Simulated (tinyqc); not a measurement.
Inside a calculation. Model: off-state leakage of single and stacked transistors.

tinyqc, about 0.03 s, one thread, Intel Xeon 2.30GHz (shared host): `OMP_NUM_THREADS=1 python tinyqc.py 2242223 2242224 out.jsonl` Printed values are rounded.

n-channel devices of unit width. Subthreshold current I(Vg, Vs, Vd) = I0 (T/300 K)^0.5 exp[(Vg - Vs - VT(T) - gb (Vs - Vb) + dd (Vd - Vs))/(nf Vt)] (1 - exp(-(Vd - Vs)/Vt)), VT(T) = VT - cT (T - 300 K). Gate-edge tunnelling Ig (Vd/1 V) exp(ag (Vd - 1 V)), for a gate at 0 V, and band-to-band leakage Ab u exp(-Bb/u), u = Vd - Vb + 1 V, flow at a drain held at V; both are taken as independent of T. In a stack of off transistors (all gates at 0 V) the same subthreshold current passes through each.

Values chosen for this exercise; values of the order met in bulk silicon logic transistors:
- T = 378 K (temperature)
- V = 1.2 V (supply voltage)
- VT = 0.4 V (threshold at 300 K, zero drain and body bias)
- cT = 0.5 mV/K (fall of the threshold with temperature)
- I0 = 0.13 uA/um (current at threshold at 300 K)
- nf = 1.21 (slope factor)
- dd = 0.17 (drain-induced lowering per volt)
- gb = 0.25 (rise of the threshold per volt of source-body bias)
- Ig = 3e-5 uA/um (gate-edge tunnelling current at 1 V)
- ag = 5.5 1/V (exponential slope of the gate current)
- Ab = 5 uA/(um V) (prefactor of band-to-band leakage at the drain)
- Bb = 20 V (its exponential voltage)
- Vb = 0 V (body voltage)

Constants: q = 1.602176634e-19 C, kB = 1.380649e-23 J/K, Vt = kB T/q. Results are converted to the units shown.

## Leakage of one transistor

Vg = Vs = 0, Vd = V; effective threshold VT(T) - gb Vb - dd V.

effective threshold = 0.157 V
parts (nA/um): subthreshold 2.71755, gate edge 0.108150, band-to-band 1.23954
total = 4.06524 nA/um
shares (%): subthreshold 66.8484, gate edge 2.66036, band-to-band 30.4912

The subthreshold part is the largest.

## Starting value

Vx = dd V/(1 + gb + 2 dd), the solution for Vx well above Vt, rounded to three decimals.

Vx at the start = 0.128 V

## Iteration 1: new Vx

Stack of two, Vx the node between them: I_low = I(0, 0, Vx), I_up = I(0, Vx, V), f = ln(I_up/I_low), f' = -(1 + gb + 2 dd)/(nf Vt) - 1/(Vt (exp(Vx/Vt) - 1)) - 1/(Vt (exp((V - Vx)/Vt) - 1)), Vx(new) = Vx - f/f'.

I_low = 0.0261512 nA/um
I_up = 0.0270023 nA/um
f = 0.0320262
f' = -40.9564 1/V
Vx after iteration 1 = 0.128782 V

## Iteration 2: new Vx

As before.

I_low = 0.0262520 nA/um
I_up = 0.0262522 nA/um
f = 5.84316e-6
f' = -40.9416 1/V
Vx after iteration 2 = 0.128782 V

## Course of the iteration

Stop when the step is below 1e-11 V, or after 40 iterations.

Course of the iteration:
```
iteration  Vx before the step (V)  step (V)
1                           0.128   7.82e-4
2                        0.128782   1.43e-7
3                        0.128782  4.77e-15
```

Converged in 3 iterations. The subthreshold current of the stack is 0.02625 nA/um, 104 times less than that of one transistor (the drain leakage is unchanged); the estimate exp[dd V (1 + gb + dd)/((1 + gb + 2 dd) nf Vt)] gives 102.
